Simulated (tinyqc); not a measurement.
Time-dependent dielectric breakdown: cell percolation, Weibull statistics, area scaling and voltage extrapolation: one step, computed by the program tinyqc. Command: `OMP_NUM_THREADS=1 python tinyqc.py 3027081 3027082 out.jsonl tddb walk`. One thread of a shared host (Intel(R) Xeon(R) Processor @ 2.30GHz), about 0.01 s of CPU time with the checks.

The oxide is divided into columns of area a^2, each holding m = t_ox/a cells (m is taken as continuous). A share lambda(t) = (t/t_1)^alpha of the cells is defective, and a column whose cells are all defective breaks down.

Question. Weibull parameters from the cell model. Failure fraction F = 1 - (1 - lambda^m)^N with N = A/a^2 columns, which for small lambda^m is 1 - exp(-(t/t63)^beta) with beta = alpha m and t63 = t_1 N^(-1/beta); critical share lambda(t63) = N^(-1/m). 1 um^2 = 1e6 nm^2.

Inputs (values chosen for the exercise, for a model gate oxide):

| quantity | value | unit |
|---|---|---|
| oxide thickness t_ox | 2.3 | nm |
| defect cell size a | 1.3 | nm |
| exponent alpha of defect growth | 0.9 | - |
| time t_1 at which the occupied share would reach 1 | 1e+07 | s |
| test area A | 10 | um^2 |

Give: cells per column m; columns N; Weibull slope beta; characteristic life t63; critical share of defective cells.

Answer.

cells per column m = 1.769

columns N = 5.917e+06

Weibull slope beta = 1.592

characteristic life t63 = 558.4 s

critical share of defective cells = 1.487e-04

Times between F = 10 % and 90 % span a factor 6.94: the smaller beta = alpha m, the wider the scatter. Caution: t_1 is an input here; in a real oxide it changes with thickness at fixed voltage.
